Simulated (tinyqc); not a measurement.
Geometry alone against geometry with stress: oxidation of curved silicon (wires and holes): cylindrical Deal-Grove kinetics with stress-retarded reaction. Computed by tinyqc, a small Python program. Command: `OMP_NUM_THREADS=1 python tinyqc.py 3001360 3001361 out.jsonl wireox walk`. One thread of a shared host (Intel(R) Xeon(R) Processor @ 2.30GHz), about 0.01 s of CPU time with the checks.

Silicon fills r > a and oxide b < r < a. One volume of silicon gives 2.25 volumes of oxide, and the length is fixed.

Inputs (values chosen for the exercise, close to those used for silicon in steam): prefactor B0 = 405 um^2/h; activation energy E_B = 0.787 eV; prefactor (B/A)0 = 1.3e+08 um/h; activation energy E_A = 2.03 eV; starting silicon radius a0 = 46 nm; starting oxide x_i = 1 nm; viscosity prefactor eta0 = 1.9e-08 Pa s; viscosity energy E_eta = 5.61 eV; critical shear stress s_c = 88 MPa; activation volume V_k = 14 angstrom^3; temperature T = 825 C; time t = 0.75 h.

Shape: hole (concave).

Constants: k_B = 8.617333262e-05 eV/K.

Method:
- B = B0 exp(-E_B/(k_B T)), B/A = (B/A)0 exp(-E_A/(k_B T)), eta = eta0 exp(E_eta/(k_B T)); 1 um = 1000 nm.
- Temperatures in kelvin are T(C) + 273.15.
- Geometry: b^2 = b0^2 - 1.25 (a^2 - a0^2), b0 = a0 - x_i.
- Rate of oxide made per interface area: q = 1/[1/k + 2 a |ln(b/a)|/B], and |da/dt| = q/2.25. Reaction k = (B/A) exp(-sigma V_k/(k_B T)). New oxide pushes the old with radial speed u = 1.25 |da/dt| at r = a; the shear stress at radius r is s_c asinh(z a^2/r^2), z = 2 eta u/(a s_c) (Eyring flow), and the compressive normal stress at the interface is sigma = |int_a^b 2 s/r dr| = s_c |F(z) - F(z a^2/b^2)|, F(y) = int_0^y asinh(w)/w dw. q and sigma are solved together. 1 MPa angstrom^3 = 6.241509e-6 eV.
- Integrate da/dt adaptively (tolerance 1e-8); a wire counts as consumed at a = 0.5 nm and a hole as closed at b = 0.5 nm. Planar reference: x^2 + A x = B t + x_i^2 + A x_i, A = B/(B/A).
- A dash marks a stress-free run that has consumed the wire or closed the hole.

B = 99003.0 nm^2/h

B/A = 62.7471 nm/h

low-stress viscosity eta = 1.05907e+18 Pa s

k_B T = 0.0946312 eV

Oxide thickness (nm):
```
t (h)   planar  curved, no stress  curved, with stress  a (nm)  sigma (MPa)
0.0225   2.409              2.439                2.308  46.569        143.4
0.0750   5.686              5.890                5.086  47.749        315.4
0.1500  10.345             11.081                8.538  49.155        529.2
0.3000  19.582             22.696               14.180  51.312        883.5
0.5250  33.242             47.708               20.662  53.569       1307.8
0.7500  46.680                  -               25.684  55.149       1658.8
1.1250  68.608                  -               32.082  56.937       2152.1
1.5000  89.989                  -               36.915  58.109       2577.4
```

What does the comparison show, and why?

At 0.525 h the thickness is 1.435 of the planar value from geometry alone and 0.622 with stress. In a hole the oxide is squeezed into a smaller circumference, which thickens it, while the oxidant must spread over a larger interface. Stress and geometry both count. Caution: rows with a normal stress above about 1.5 GPa lie beyond the range of a viscous flow law. Caution: elasticity of the oxide, stress-dependent diffusion and thin-oxide enhancement are left out.
